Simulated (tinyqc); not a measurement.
Access strength from the read disturbance.

Problem. Transistor (EKV form, voltages against the body): I = 2 n b Vt^2 [F(vp - Vs) - F(vp - Vd)] from drain to source, F(v) = ln^2(1 + exp(v/(2 Vt))), vp = (Vg - VT + sg |Vd - Vs|)/n. n-channel bodies are at 0; for the p-channel device all voltages are counted down from Vdd. b in uA/V^2 gives I in uA. In an SRAM read the low node Q obeys In(gate QB, drain Q) = Ip(gate QB, drain Q) + Ia, where the access transistor (threshold VTn) has its gate and drain at Vdd and its source at Q. Find Ia, ba and the cell ratio bn/ba.

Inputs (values chosen for the exercise):
- T = 300 K (temperature)
- Vdd = 0.5 V (supply voltage)
- n = 1.11 (slope factor)
- sg = 0.037 (drain-induced barrier lowering)
- VTn = 0.26 V (n-channel threshold)
- VTp = 0.34 V (p-channel threshold (magnitude))
- bn = 220 uA/V^2 (gain factor of the pull-down transistor)
- bp = 120 uA/V^2 (gain factor of the pull-up transistor)

Constants: q = 1.602176634e-19 C, kB = 1.380649e-23 J/K, Vt = kB T/q. Results are converted to the units shown.

Q and QB in the read (V): 0.063864587  0.49994026

Answer. The node equation gives Ia, which is proportional to ba.

Ia = 2.85 uA
ba = 180 uA/V^2
cell ratio = 1.22

Computed by the program tinyqc: `OMP_NUM_THREADS=1 python tinyqc.py 2340170 2340171 out.jsonl`, one thread of a shared Intel Xeon 2.30GHz, about 0.2 s for the whole run.
